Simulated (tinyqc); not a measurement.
Where a level does most harm: Shockley-Read-Hall recombination through one deep level.

One level at Et with degeneracy 1: tn = 1/(sn vth Nt), tp = 1/(sp_ vth Nt), n1 = Nc exp((Et - Eg)/kT), p1 = Nv exp(-Et/kT), ni^2 = n1 p1. Equilibrium n0 = Nm, p0 = ni^2/Nm; n = n0 + dn, p = p0 + dn. U = (n p - ni^2)/(tp (n + n1) + tn (p + p1)), lifetime dn/U; emission rates en = sn vth n1, ep = sp_ vth p1.

Constants: kB = 8.617333262e-05 eV/K.

Values chosen for the exercise (gap and densities of states near those of Si at this temperature; the results hold for these values, not for the real material): Eg = 1.119 eV (gap); Nc = 3.29e+19 1/cm^3 (conduction-band density of states); Nv = 1.37e+19 1/cm^3 (valence-band density of states); T = 350 K; Nt = 1.7e+14 1/cm^3 (defects); sn = 3.3e-16 cm^2 (electron capture cross-section); sp_ = 1.6e-15 cm^2 (hole capture cross-section); vth = 23000000 cm/s (thermal velocity, both carriers); Nm = 1.6e+16 1/cm^3 (equilibrium electrons for the lifetime steps).

Et takes the values listed; G = Nt en ep/(en + ep) in a depleted region; the lifetime is for dn = 1e11 1/cm^3.

Results:
```
Et (eV)  lifetime (microsecond)  G (1/(cm^3 s))
0.067                      72.1        3.02e+10
0.157                      3.80        5.97e+11
0.246                     0.350        1.14e+13
0.336                     0.169        2.26e+14
0.425                     0.160        4.31e+15
0.515                     0.160        8.31e+16
0.604                     0.160        1.56e+17
0.694                     0.160        8.70e+15
0.783                     0.165        4.55e+14
0.873                     0.254        2.30e+13
0.962                      1.96        1.20e+12
1.052                      35.8        6.09e+10
```

Generation peaks where en = ep, at Eg/2 + (kT/2) ln(sp_ Nv/(sn Nc)) = 0.570 eV; the largest value listed is at 0.604 eV, and G falls by a decade for each 0.069 eV away from the peak. The lifetime is within a factor 2 of its minimum, 0.16 microsecond, from 0.336 to 0.873 eV: recombination tolerates a wide range of Et, generation a narrow one.

Computed by tinyqc, a small Python program: `OMP_NUM_THREADS=1 python tinyqc.py 1681372 1681373 out.jsonl` (the numbers bound the seed that draws the inputs); one thread of a shared host (Intel(R) Xeon(R) Processor @ 2.30GHz), about 0.01 s for the whole set of steps.
